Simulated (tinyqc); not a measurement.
Changing the uniaxial anisotropy K_u: domain walls in a thin film with perpendicular anisotropy: Bloch, Neel and chiral walls, motion and stripe domains. Computed by tinyqc, a small Python program. Command: `OMP_NUM_THREADS=1 python tinyqc.py 3030677 3030678 out.jsonl mwall sweep`. One thread of a shared host (Intel(R) Xeon(R) Processor @ 2.30GHz), about 0.01 s of CPU time with the checks.

One-dimensional wall: polar angle theta(x), azimuth phi of the moment in the wall (phi = 0 Neel, 90 degrees Bloch). mu_0 = 1.25663706212e-6 T m/A, gamma = 1.76085963023e11 rad/(s T).

Inputs (values chosen for the exercise, for a model film): saturation magnetisation M_s = 1280 kA/m; exchange stiffness A = 8.5 pJ/m; DMI constant D = 0.069 mJ/m^2; thickness t = 1.9 nm.

Method:
- K_eff = K_u - mu_0 M_s^2/2; Delta = sqrt(A/K_eff); sigma_0 = 4 sqrt(A K_eff); profile theta = 2 arctan exp(x/Delta); quality factor Q = 2 K_u/(mu_0 M_s^2).
- sigma(phi) = sigma_0 + 2 Delta K_D cos^2(phi) - pi D cos(phi), with the wall shape anisotropy K_D = N_x mu_0 M_s^2/2, N_x = t ln 2/(pi Delta). The minimum has cos(phi) = D/D_N for D < D_N = 4 Delta K_D/pi and phi = 0 beyond; sigma turns negative at D_c = (sigma_0 + 2 Delta K_D)/pi.
- Dipolar length l = sigma/(mu_0 M_s^2); for t much smaller than the period the domain width is w = 0.955 t exp(pi l/t) (Kaplan and Gehring), given as log10 of w in nm.

One run for each value; columns: (1) uniaxial anisotropy K_u (kJ/m^3); (2) width parameter Delta (nm); (3) wall energy sigma (mJ/m^2); (4) D_c (mJ/m^2); (5) log10 of the domain width in nm; (6) K_eff (kJ/m^3):
```
(1)      (2)     (3)     (4)     (5)     (6)
1070  14.476   2.335  1.0224  1.0732    40.6
1210   6.861   4.942  1.8521  1.9824   180.6
1500   4.250   7.986  2.8211  3.0442   470.6
1650   3.701   9.173  3.1990  3.4582   620.6
1790   3.343  10.157  3.5121  3.8012   760.6
1940   3.055  11.115  3.8169  4.1353   910.6
2080   2.844  11.939  4.0795  4.4230  1050.6
2230   2.661  12.764  4.3421  4.7107  1200.6
```

Give the missing row, uniaxial anisotropy K_u (kJ/m^3) = 1360.

Computed row; columns: (1) uniaxial anisotropy K_u (kJ/m^3); (2) width parameter Delta (nm); (3) wall energy sigma (mJ/m^2); (4) D_c (mJ/m^2); (5) log10 of the domain width in nm; (6) K_eff (kJ/m^3):
```
(1)     (2)    (3)     (4)     (5)    (6)
1360  5.071  6.691  2.4090  2.5926  330.6
```

Interpolating between the two neighbouring rows (linearly) misses most in width parameter Delta (nm), by 8.7 %. Over the rows, width parameter Delta (nm) falls from 14.5 to 2.66 (exponent d ln y / d ln x -6.1 between the first rows and -0.96 between the last); wall energy sigma (mJ/m^2) rises from 2.34 to 12.8 (exponent d ln y / d ln x 6.1 between the first rows and 0.96 between the last); D_c (mJ/m^2) rises from 1.02 to 4.34 (exponent d ln y / d ln x 4.8 between the first rows and 0.90 between the last).

Caution (rows 1070): the domains are not wide against the wall, so the thin-wall formula fails. Caution (rows 1650, 1790, 1940, 2080, 2230): the formula for N_x assumes a film much thinner than the wall width.
